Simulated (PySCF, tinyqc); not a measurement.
Starting guesses with DIIS over 6 matrices: SCF starting guesses in the 3-21g basis, for H2, spin multiplicity 1. Computed by the program tinyqc with PySCF. Command: `OMP_NUM_THREADS=1 python tinyqc.py 110196 110197 out.jsonl`; one thread of a shared host (Intel(R) Xeon(R) Processor @ 2.60GHz), about 0.2 s.

Geometry (angstrom):

| atom | x | y | z |
|---|---|---|---|
| H | 0.0000 | 0.0000 | 0.0000 |
| H | 0.0000 | 0.0000 | 1.2480 |

lowest restricted solution found by these runs and by PySCF = -1.042078 hartree

RHF with one setting changed at a time; a run stops when the energy changes by less than 1e-09 hartree and the error matrix is below 1e-5. Starts: the lowest orbitals of the core Hamiltonian, of the Wolfsberg-Helmholz matrix (K = 1.75), projected atomic densities, random orbitals, and the highest orbitals of the core Hamiltonian (a deliberately bad start).

Largest element of the error matrix X^T (FDS - SDF) X:

| iteration | core | Wolfsberg-Helmholz | atomic densities | random | highest core orbitals |
|---|---|---|---|---|---|
| 1 | 1.2e-01 | 1.1e-01 | 1.3e-01 | 7.2e-01 | 1.3e-01 |
| 2 | 1.8e-02 | 1.8e-02 | 4.7e-03 | 2.1e-01 | 5.4e-02 |
| 3 | 2.1e-05 | 3.0e-05 | 8.3e-04 | 2.4e-02 | 1.4e-02 |
| 4 | 8.5e-06 | 1.2e-05 | 4.8e-08 | 1.9e-03 | 1.0e-05 |
| 5 | - | 7.8e-06 | 1.9e-08 | 6.4e-05 | 3.4e-06 |
| 6 | - | - | - | 9.4e-06 | - |

How each run ends:

| run | iterations | E (hartree) | state |
|---|---|---|---|
| core | 4 | -1.04208 | lowest found |
| Wolfsberg-Helmholz | 5 | -1.04208 | lowest found |
| atomic densities | 5 | -1.04208 | lowest found |
| random | 7 | -1.04208 | lowest found |
| highest core orbitals | 5 | -1.04208 | lowest found |

5 of 5 runs reach the lowest restricted solution found, in 4 to 7 iterations (fastest: core). The first errors are 1e-01, 1e-01, 1e-01, 7e-01, 1e-01. The restricted reference is unstable here: a spin-polarised solution lies 0.0013 hartree lower (PySCF), so results built on it describe a poor reference.
